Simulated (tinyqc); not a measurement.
Thin (001) film in sp3s* tight binding with raised dangling bonds: one step. Levels of the small film. Four cases, with inputs chosen for the exercise.

Question. Diagonalise both blocks.

Case 1.

s, pz, s* block (eV):
```
           sa1        za1      *a1       sc2       zc2       *c2       sa3       za3       *a3       sc4
sa1    2.49211  -10.00000        0  -3.34150   2.57450         0         0         0         0         0
za1  -10.00000   10.98011        0  -2.73600   0.94000  -2.50150         0         0         0         0
*a1          0          0  7.52911         0   2.25300         0         0         0         0         0
sc2   -3.34150   -2.73600        0  -1.16289         0         0  -3.34150   2.73600         0         0
zc2    2.57450    0.94000  2.25300         0   3.60611         0  -2.57450   0.94000  -2.25300         0
*c2          0   -2.50150        0         0         0   6.74811         0   2.50150         0         0
sa3          0          0        0  -3.34150  -2.57450         0  -7.50789         0         0  -3.34150
za3          0          0        0   2.73600   0.94000   2.50150         0   0.98011         0  -2.73600
*a3          0          0        0         0  -2.25300         0         0         0   7.52911         0
sc4          0          0        0         0         0         0  -3.34150  -2.73600         0   8.83711
zc4          0          0        0         0         0         0   2.57450   0.94000   2.25300  10.00000
*c4          0          0        0         0         0         0         0  -2.50150         0         0

          zc4       *c4
sa1         0         0
za1         0         0
*a1         0         0
sc2         0         0
zc2         0         0
*c2         0         0
sa3   2.57450         0
za3   0.94000  -2.50150
*a3   2.25300         0
sc4  10.00000         0
zc4  13.60611         0
*c4         0   6.74811
```

u, v block (eV), rows ua1, va1, uc2, vc2, ua3, va3, uc4, vc4 and columns alike:
$$\begin{pmatrix}
0.98011 & 0 & 3.08800 & 0 & 0 & 0 & 0 & 0 \\
0 & 20.98011 & 0 & -1.20800 & 0 & 0 & 0 & 0 \\
3.08800 & 0 & 3.60611 & 0 & -1.20800 & 0 & 0 & 0 \\
0 & -1.20800 & 0 & 3.60611 & 0 & 3.08800 & 0 & 0 \\
0 & 0 & -1.20800 & 0 & 0.98011 & 0 & 3.08800 & 0 \\
0 & 0 & 0 & 3.08800 & 0 & 0.98011 & 0 & -1.20800 \\
0 & 0 & 0 & 0 & 3.08800 & 0 & 3.60611 & 0 \\
0 & 0 & 0 & 0 & 0 & -1.20800 & 0 & 23.60611
\end{pmatrix}$$

Case 2.

s, pz, s* block (eV):
```
          sa1       za1      *a1       sc2       zc2       *c2       sa3       za3       *a3       sc4       zc4
sa1  -3.49407  -5.00000        0  -6.21100   4.73050         0         0         0         0         0         0
za1  -5.00000   7.11593        0  -4.61500   1.51500  -2.19550         0         0         0         0         0
*a1         0         0  9.67993         0   4.35250         0         0         0         0         0         0
sc2  -6.21100  -4.61500        0  -4.86707         0         0  -6.21100   4.61500         0         0         0
zc2   4.73050   1.51500  4.35250         0   4.33893         0  -4.73050   1.51500  -4.35250         0         0
*c2         0  -2.19550        0         0         0   9.29793         0   2.19550         0         0         0
sa3         0         0        0  -6.21100  -4.73050         0  -8.49407         0         0  -6.21100   4.73050
za3         0         0        0   4.61500   1.51500   2.19550         0   2.11593         0  -4.61500   1.51500
*a3         0         0        0         0  -4.35250         0         0         0   9.67993         0   4.35250
sc4         0         0        0         0         0         0  -6.21100  -4.61500         0  -4.86707         0
zc4         0         0        0         0         0         0   4.73050   1.51500   4.35250         0   4.33893
*c4         0         0        0         0         0         0         0  -2.19550         0         0         0
sa5         0         0        0         0         0         0         0         0         0  -6.21100  -4.73050
za5         0         0        0         0         0         0         0         0         0   4.61500   1.51500
*a5         0         0        0         0         0         0         0         0         0         0  -4.35250

          *c4       sa5      za5       *a5
sa1         0         0        0         0
za1         0         0        0         0
*a1         0         0        0         0
sc2         0         0        0         0
zc2         0         0        0         0
*c2         0         0        0         0
sa3         0         0        0         0
za3  -2.19550         0        0         0
*a3         0         0        0         0
sc4         0  -6.21100  4.61500         0
zc4         0  -4.73050  1.51500  -4.35250
*c4   9.29793         0  2.19550         0
sa5         0  -3.49407  5.00000         0
za5   2.19550   5.00000  7.11593         0
*a5         0         0        0   9.67993
```

u, v block (eV):
```
         ua1       va1       uc2       vc2       ua3       va3       uc4       vc4       ua5      va5
ua1  2.11593         0   4.46500         0         0         0         0         0         0        0
va1        0  12.11593         0  -1.43500         0         0         0         0         0        0
uc2  4.46500         0   4.33893         0  -1.43500         0         0         0         0        0
vc2        0  -1.43500         0   4.33893         0   4.46500         0         0         0        0
ua3        0         0  -1.43500         0   2.11593         0   4.46500         0         0        0
va3        0         0         0   4.46500         0   2.11593         0  -1.43500         0        0
uc4        0         0         0         0   4.46500         0   4.33893         0  -1.43500        0
vc4        0         0         0         0         0  -1.43500         0   4.33893         0  4.46500
ua5        0         0         0         0         0         0  -1.43500         0  12.11593        0
va5        0         0         0         0         0         0         0   4.46500         0  2.11593
```

Case 3.

s, pz, s* block (eV):
```
           sa1        za1      *a1       sc2       zc2       *c2       sa3       za3       *a3       sc4
sa1    5.81100  -10.00000        0  -4.12550   2.85750         0         0         0         0         0
za1  -10.00000   11.71200        0  -2.85750   0.85600  -2.67000         0         0         0         0
*a1          0          0  6.68200         0   2.67000         0         0         0         0         0
sc2   -4.12550   -2.85750        0  -4.18900         0         0  -4.12550   2.85750         0         0
zc2    2.85750    0.85600  2.67000         0   1.71200         0  -2.85750   0.85600  -2.67000         0
*c2          0   -2.67000        0         0         0   6.68200         0   2.67000         0         0
sa3          0          0        0  -4.12550  -2.85750         0  -4.18900         0         0  -4.12550
za3          0          0        0   2.85750   0.85600   2.67000         0   1.71200         0  -2.85750
*a3          0          0        0         0  -2.67000         0         0         0   6.68200         0
sc4          0          0        0         0         0         0  -4.12550  -2.85750         0  -4.18900
zc4          0          0        0         0         0         0   2.85750   0.85600   2.67000         0
*c4          0          0        0         0         0         0         0  -2.67000         0         0
sa5          0          0        0         0         0         0         0         0         0  -4.12550
za5          0          0        0         0         0         0         0         0         0   2.85750
*a5          0          0        0         0         0         0         0         0         0         0

          zc4       *c4       sa5       za5       *a5
sa1         0         0         0         0         0
za1         0         0         0         0         0
*a1         0         0         0         0         0
sc2         0         0         0         0         0
zc2         0         0         0         0         0
*c2         0         0         0         0         0
sa3   2.85750         0         0         0         0
za3   0.85600  -2.67000         0         0         0
*a3   2.67000         0         0         0         0
sc4         0         0  -4.12550   2.85750         0
zc4   1.71200         0  -2.85750   0.85600  -2.67000
*c4         0   6.68200         0   2.67000         0
sa5  -2.85750         0   5.81100  10.00000         0
za5   0.85600   2.67000  10.00000  11.71200         0
*a5  -2.67000         0         0         0   6.68200
```

u, v block (eV):
```
         ua1       va1       uc2       vc2       ua3       va3       uc4       vc4       ua5      va5
ua1  1.71200         0   3.12900         0         0         0         0         0         0        0
va1        0  21.71200         0  -1.41700         0         0         0         0         0        0
uc2  3.12900         0   1.71200         0  -1.41700         0         0         0         0        0
vc2        0  -1.41700         0   1.71200         0   3.12900         0         0         0        0
ua3        0         0  -1.41700         0   1.71200         0   3.12900         0         0        0
va3        0         0         0   3.12900         0   1.71200         0  -1.41700         0        0
uc4        0         0         0         0   3.12900         0   1.71200         0  -1.41700        0
vc4        0         0         0         0         0  -1.41700         0   1.71200         0  3.12900
ua5        0         0         0         0         0         0  -1.41700         0  21.71200        0
va5        0         0         0         0         0         0         0   3.12900         0  1.71200
```

Case 4.

s, pz, s* block (eV):
```
          sa1       za1      *a1       sc2       zc2       *c2       sa3       za3       *a3       sc4      zc4
sa1  -3.36300  -2.50000        0  -3.38000   2.74300         0         0         0         0         0        0
za1  -2.50000   4.10400        0  -2.74300   0.80200  -2.60700         0         0         0         0        0
*a1         0         0  6.37700         0   2.60700         0         0         0         0         0        0
sc2  -3.38000  -2.74300        0  -5.86300         0         0  -3.38000   2.74300         0         0        0
zc2   2.74300   0.80200  2.60700         0   1.60400         0  -2.74300   0.80200  -2.60700         0        0
*c2         0  -2.60700        0         0         0   6.37700         0   2.60700         0         0        0
sa3         0         0        0  -3.38000  -2.74300         0  -5.86300         0         0  -3.38000  2.74300
za3         0         0        0   2.74300   0.80200   2.60700         0   1.60400         0  -2.74300  0.80200
*a3         0         0        0         0  -2.60700         0         0         0   6.37700         0  2.60700
sc4         0         0        0         0         0         0  -3.38000  -2.74300         0  -3.36300  2.50000
zc4         0         0        0         0         0         0   2.74300   0.80200   2.60700   2.50000  4.10400
*c4         0         0        0         0         0         0         0  -2.60700         0         0        0

          *c4
sa1         0
za1         0
*a1         0
sc2         0
zc2         0
*c2         0
sa3         0
za3  -2.60700
*a3         0
sc4         0
zc4         0
*c4   6.37700
```

u, v block (eV), rows ua1, va1, uc2, vc2, ua3, va3, uc4, vc4 and columns alike:
$$\begin{pmatrix}
1.60400 & 0 & 3.24550 & 0 & 0 & 0 & 0 & 0 \\
0 & 6.60400 & 0 & -1.64150 & 0 & 0 & 0 & 0 \\
3.24550 & 0 & 1.60400 & 0 & -1.64150 & 0 & 0 & 0 \\
0 & -1.64150 & 0 & 1.60400 & 0 & 3.24550 & 0 & 0 \\
0 & 0 & -1.64150 & 0 & 1.60400 & 0 & 3.24550 & 0 \\
0 & 0 & 0 & 3.24550 & 0 & 1.60400 & 0 & -1.64150 \\
0 & 0 & 0 & 0 & 3.24550 & 0 & 1.60400 & 0 \\
0 & 0 & 0 & 0 & 0 & -1.64150 & 0 & 6.60400
\end{pmatrix}$$

Give: levels of the s, pz, s* block; levels of the u, v block.

Answer.

Case 1.

levels of the s, pz, s* block (eV): [-10.909, -7.718, -3.098, 2.961, 3.066, 3.589, 6.672, 7.573, 8.774, 9.650, 18.050, 21.775]

levels of the u, v block (eV): [-1.681, -1.124, -0.568, 5.155, 5.558, 6.267, 21.066, 23.672]

No level lies between 0 and the bulk edge 2.310 eV; confinement has widened the gap at zero in-plane momentum to 3.530 eV.

Case 2.

levels of the s, pz, s* block (eV): [-18.153, -14.584, -11.394, -4.685, 2.818, 4.459, 5.089, 5.861, 7.518, 7.845, 9.680, 11.557, 12.486, 12.804, 16.142]

levels of the u, v block (eV): [-2.154, -2.154, -0.769, -0.769, 7.033, 7.033, 8.463, 8.463, 12.452, 12.452]

No level lies between 0 and the bulk edge 2.320 eV; confinement has widened the gap at zero in-plane momentum to 3.588 eV.

Case 3.

levels of the s, pz, s* block (eV): [-11.641, -9.468, -6.272, -2.435, 1.814, 2.012, 3.122, 3.908, 6.682, 6.806, 8.021, 9.239, 9.996, 19.610, 19.631]

levels of the u, v block (eV): [-2.221, -2.221, -0.815, -0.815, 4.177, 4.177, 5.605, 5.605, 21.814, 21.814]

No level lies between 0 and the bulk edge 1.193 eV; confinement has widened the gap at zero in-plane momentum to 2.629 eV.

Case 4.

levels of the s, pz, s* block (eV): [-11.727, -9.105, -4.911, 0.420, 1.449, 1.535, 3.601, 3.703, 7.115, 7.280, 9.528, 9.584]

levels of the u, v block (eV): [-2.564, -1.956, -0.923, 3.866, 4.131, 5.772, 6.919, 7.588]

1 level lies between 0 and the bulk edge 0.800 eV: 0.420 eV.

Computed by tinyqc, one run a case: `OMP_NUM_THREADS=1 python tinyqc.py N N+1 out.jsonl` with N = 1452335, 1452365, 1452432, 1452524; one thread of a shared Intel(R) Xeon(R) Processor @ 2.30GHz, about 0.4 s a run at most.
